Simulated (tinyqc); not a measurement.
# Punch-through p+-n junction, ionisation integral and breakdown: effects of single changes

A p+ layer at x < 0 and an n drift layer from x = 0 to L on an n+ substrate. Depletion approximation, built-in voltage neglected. Local ionisation coefficients alpha_n = an exp(-(bn/E)^mx), alpha_p = ap exp(-(bp/E)^mx). Electrons move towards +x, holes towards x = 0.

Parameters, values chosen for the exercise; material values close to those of gallium nitride: relative permittivity eps_r = 9.59; prefactor of the electron ionisation coefficient an = 2.81e8 1/cm; field constant for electrons bn = 3.29e7 V/cm; prefactor of the hole ionisation coefficient ap = 1.42e8 1/cm; field constant for holes bp = 2.02e7 V/cm; exponent mx = 1; electron mobility of the drift layer mu = 1020 cm^2/(V s); donor density of the drift layer N = 1.1e16 cm^-3; thickness of the drift layer L = 6.4 um.

Constants: q = 1.602176634e-19 C, eps0 = 8.8541878128e-14 F/cm where lengths are in cm. Results are converted to the units shown.

Each table varies one quantity; the others keep the values above.

## Multiplication against voltage

W = sqrt(2 eps0 eps_r V/(q N)), peak field E0 = q N W/(eps0 eps_r), falling linearly to 0 at W; if W > L the layer is punched through: W = L, E0 = V/L + q N L/(2 eps0 eps_r), falling linearly to E1 = V/L - q N L/(2 eps0 eps_r). G(x) = integral from 0 to x of (alpha_n - alpha_p); I_n = integral of alpha_n exp(-G) (electrons injected at x = 0), I_p = integral of alpha_p exp(G(end) - G) (holes injected at the far edge); M = 1/(1 - I). Integrals on a fine grid; BV is where I_n = 1. Here BV = 1177.79 V; the Miller exponent is n = ln(1 - 1/M)/ln(V/BV).

Results:
```
V (V)  E0 (kV/cm)      I_n      I_p   M_n   M_p  Miller n, electrons  Miller n, holes
471        1.40e3  4.66e-7  0.00318  1.00  1.00                 15.9             6.27
589        1.58e3  9.16e-6   0.0213  1.00  1.02                 16.7             5.55
707        1.77e3  1.02e-4   0.0951  1.00  1.11                 18.0             4.61
824        1.95e3  7.75e-4    0.295  1.00  1.42                 20.1             3.41
942        2.14e3  0.00527    0.637  1.01  2.75                 23.5             2.02
1010       2.24e3   0.0170    0.824  1.02  5.69                 26.5             1.26
1080       2.35e3   0.0693    0.946  1.07  18.7                 30.8            0.636
1160       2.48e3    0.563    0.997  2.29   287                 37.7            0.229
```

Estimate the missing row, V = 1130 V.

Computed row:
```
V (V)  E0 (kV/cm)    I_n    I_p   M_n   M_p  Miller n, electrons  Miller n, holes
1130       2.43e3  0.236  0.986  1.31  70.7                 34.8            0.344
```

With this row back in the table: M_n rises from 1.000 to 2.29 and M_p from 1.003 to 287; both diverge at BV. The Miller exponent for electrons rises from 15.9 to 37.7 and that for holes falls from 6.27 to 0.229, so one exponent describes neither over the whole range. The larger multiplication belongs to holes, whose coefficient at the peak field of the last row is 85.2 times the other.

## Effect of the drift doping

Same model as above.

Specific on-resistance Ron = L/(q mu N) with constant mobility and full ionisation.

Effect of the drift doping:
```
N (cm^-3)  BV (V)  E0 at BV (kV/cm)  W at BV (um)  Ron (mohm cm^2)  BV^2/Ron (MW/cm^2)  eps0 eps_r mu E0^3/4 (MW/cm^2)
9.2e14     1.33e3            2.14e3          6.40             4.26                 416                          2.11e3
1.8e15     1.33e3            2.19e3          6.40             2.18                 812                          2.26e3
3.4e15     1.32e3            2.27e3          6.40             1.15              1.51e3                          2.52e3
6.5e15     1.28e3            2.39e3          6.40            0.602              2.71e3                          2.95e3
1.2e16     1.15e3            2.52e3          6.40            0.326              4.07e3                          3.48e3
2.4e16        802            2.70e3          5.95            0.163              3.94e3                          4.24e3
4.6e16        476            2.88e3          3.31           0.0851              2.66e3                          5.15e3
8.8e16        285            3.08e3          1.85           0.0445              1.82e3                          6.30e3
```

Read the table: what changes, and by how much?

BV falls from 1330 to 285 V while the critical field rises from 2140 to 3080 kV/cm. BV goes as N^(0.00) between the first two rows and N^(-0.79) between the last two (a coefficient proportional to E^7 gives -0.75 without punch-through). BV^2/Ron goes from 416 through a maximum of 4070 (at N = 1.2e16 among the rows listed) to 1820 MW/cm^2; the layer is punched through at breakdown in 5 of the 8 rows.

## Effect of the drift thickness

Same model as above.

The value eps0 eps_r mu E0^3/4 holds for a triangular field; a layer that punches through can exceed it.

Result of one run:
```
L (um)  BV (V)  E0 at BV (kV/cm)  W at BV (um)  Ron (mohm cm^2)  BV^2/Ron (MW/cm^2)  eps0 eps_r mu E0^3/4 (MW/cm^2)
1.8        422            2.53e3          1.80            0.100              1.78e3                          3.52e3
```

What becomes of these results when the thickness of the drift layer L is changed from 1.8 to 4.4 um, all else the same?

Result of the changed run:
```
L (um)  BV (V)  E0 at BV (kV/cm)  W at BV (um)  Ron (mohm cm^2)  BV^2/Ron (MW/cm^2)  eps0 eps_r mu E0^3/4 (MW/cm^2)
4.4        901            2.50e3          4.40            0.245              3.32e3                          3.40e3
```

The whole series:
```
L (um)  BV (V)  E0 at BV (kV/cm)  W at BV (um)  Ron (mohm cm^2)  BV^2/Ron (MW/cm^2)  eps0 eps_r mu E0^3/4 (MW/cm^2)
1.8        422            2.53e3          1.80            0.100              1.78e3                          3.52e3
2.4        544            2.51e3          2.40            0.134              2.21e3                          3.44e3
3.3        714            2.51e3          3.30            0.184              2.78e3                          3.41e3
4.4        901            2.50e3          4.40            0.245              3.32e3                          3.40e3
5.9     1.12e3            2.50e3          5.90            0.328              3.80e3                          3.40e3
7.9     1.33e3            2.50e3          7.90            0.439              4.03e3                          3.40e3
11      1.50e3            2.50e3          11.0            0.612              3.67e3                          3.40e3
14      1.51e3            2.50e3          12.1            0.779              2.93e3                          3.40e3
19      1.51e3            2.50e3          12.1             1.06              2.16e3                          3.40e3
```

BV rises from 422 to 1510 V and saturates once L exceeds the free depleted width of 12.1 um, while Ron keeps rising as L. BV^2/Ron goes from 1780 through a maximum of 4030 (at L = 7.9 um among the rows listed) to 2160 MW/cm^2. The best row has L = 0.65 of that width: the last part of the triangle adds little voltage but its full share of resistance.

tinyqc, about 0.1 s, one thread, Intel Xeon 2.30GHz (shared host): `OMP_NUM_THREADS=1 python tinyqc.py 2120145 2120146 out.jsonl`
